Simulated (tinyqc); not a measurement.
What each parameter does: quasiparticle equation with a plasmon-pole self-energy for two band edges.

For each edge E = e + X + Sc(E), with the correlation part Sc(E) = A[0]/(E - a + w) + A[1]/(E - b - w); a and b are the valence and conduction energies that enter the Green function (a = ev, b = ec in the one-shot scheme). Z = 1/(1 - dSc/dE), dSc/dE = -A[0]/(E - a + w)^2 - A[1]/(E - b - w)^2.

Parameters, chosen for this exercise (scales of the order of those of diamond; shifted at random, so the results belong to these values and not to a real crystal):
- ev = 0 eV (mean-field valence top)
- ec = 3.96 eV (mean-field conduction edge)
- w = 28.3 eV (pole energy)
- Av = (121.4, 54.1) eV^2 (weights of the valence state on the hole and electron poles)
- Ac = (57.4, 109.9) eV^2 (the same for the conduction state)
- Xv = -3.39 eV (exchange minus the mean-field potential, valence)
- Xc = 2.92 eV (the same, conduction)

Exact one-shot edges and Z of the valence state there.

Results for these values:
```
case  Ev (eV)  Ec (eV)  gap (eV)       Z
base  -0.6444   4.6430    5.2874  0.8273
```

What happens to each result for Ac = (57.4, 115.4) eV^2, all else kept?

Answer: Ev does not change at the printed digits; Ec falls from 4.6430 to 4.4775; gap falls from 5.2874 to 5.1219; Z does not change at the printed digits.

The same for each parameter in turn:
```
case                      Ev (eV)  Ec (eV)  gap (eV)       Z
base                      -0.6444   4.6430    5.2874  0.8273
w = 29.72 eV              -0.7674   4.7469    5.5144  0.8400
Xv = -3.49 eV             -0.7272   4.6430    5.3701  0.8269
Xc = 3.02 eV              -0.6444   4.7265    5.3709  0.8273
ec = 4.06 eV              -0.6403   4.7386    5.3789  0.8276
Av = (127.47, 54.1) eV^2  -0.4639   4.6430    5.1069  0.8230
Ac = (57.4, 115.4) eV^2   -0.6444   4.4775    5.1219  0.8273
```

Program tinyqc; command `OMP_NUM_THREADS=1 python tinyqc.py 1880609 1880610 out.jsonl`; about 0.01 s on one thread of a shared Intel(R) Xeon(R) Processor @ 2.30GHz.
